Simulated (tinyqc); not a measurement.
One dielectric constant for an anisotropic host? Model: finite-size error of a charged defect in a periodic cell: Madelung and Makov-Payne terms. Computed by tinyqc, a small Python program. Command: `OMP_NUM_THREADS=1 python tinyqc.py 3004481 3004482 out.jsonl imagecharge walk`. One thread of a shared host (Intel(R) Xeon(R) Processor @ 2.30GHz), about 0.03 s of CPU time with the checks.

L is the cube root of the cell volume. The defect charge is a Gaussian, rho(r) = q (2 pi sigma^2)^(-3/2) exp(-r^2/2 sigma^2), repeated periodically in a uniform neutralising background and screened by a continuum. The model cell energy is E(L) = E_0 + [periodic - isolated electrostatic energy].

Inputs (values chosen for the exercise, for a model uniaxial host):
```
quantity                    value      unit
charge q                        1         e
cell length L                  15  angstrom
dielectric constant eps_xy   8.46         -
dielectric constant eps_z    15.8         -
axis ratio c/a              0.829         -
```

Supercell lattice: tetragonal. Screening: uniaxial.

Constants: e^2/(4 pi eps_0) = 14.39964548 eV angstrom.

Method:
- Cell vectors: (1,0,0), (0,1,0), (0,0,c/a), scaled to volume L^3.
- Ewald sum for a unit point charge: scale each Cartesian component of the cell by 1/sqrt(eps_i), giving R', G' and V'; E = [ (1/2) sum erfc(eta R')/R' + (2 pi/V') sum exp(-G'^2/4 eta^2)/G'^2 - eta/sqrt(pi) - pi/(2 V' eta^2) ] e^2/(4 pi eps_0) / sqrt(eps_x eps_y eps_z), over n_i = -6..6, omitting n = (0,0,0), eta = 2/V'^(1/3). alpha = -2 E eps_g L/(e^2/(4 pi eps_0)), eps_g = (eps_x eps_y eps_z)^(1/3).
- The same sum with an isotropic constant in place of the tensor, the means being taken over (eps_xy, eps_xy, eps_z); errors against the tensor result.

cell vectors (rows) (angstrom):
```
         1        2        3
1  15.9676   0.0000   0.0000
2   0.0000  15.9676   0.0000
3   0.0000   0.0000  13.2371
```

point-charge correction -q^2 E = 0.119133 eV

Point-charge correction:
```
constant          value  correction (eV)  error (meV)
eps_xy            8.460          0.15906       39.929
eps_z            15.800          0.08517      -33.964
arithmetic mean  10.907          0.12338        4.247
geometric mean   10.418          0.12916       10.030
harmonic mean    10.010          0.13443       15.298
```

What does the comparison show, and why?

The tensor gives 0.1191 eV. Closest is arithmetic mean (+4.2 meV) and furthest eps_xy (+39.9 meV); anisotropy also changes the effective shape of the cell, which no single constant captures.
